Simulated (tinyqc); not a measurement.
## Ideality from Voc and Vmp

Inverse problem. An ideal cell J = Jsc - J0 (exp(V/(n Vt)) - 1) has exp((Voc - Vmp)/(n Vt)) = 1 + Vmp/(n Vt) at maximum power. Find n, J0 and FF.

Inputs (values chosen for the exercise):
```
symbol  value  unit      meaning
T         348     K  temperature
```

Constants: q = 1.602176634e-19 C, kB = 1.380649e-23 J/K, Vt = kB T/q. Results are converted to the units shown.

Jsc = 350 mA/cm^2
Voc = 0.62287816 V
Vmp = 0.53427620 V

Solution. With a = n Vt, a ln(1 + Vmp/a) rises steadily with a, so Voc - Vmp fixes it; J0 follows from Voc.

n = 1.010
J0 = 4.100e-10 A/cm^2
FF = 0.8117

Numbers from tinyqc (`OMP_NUM_THREADS=1 python tinyqc.py 2280047 2280048 out.jsonl`; about 0.01 s on one thread of a shared Intel Xeon 2.30GHz).
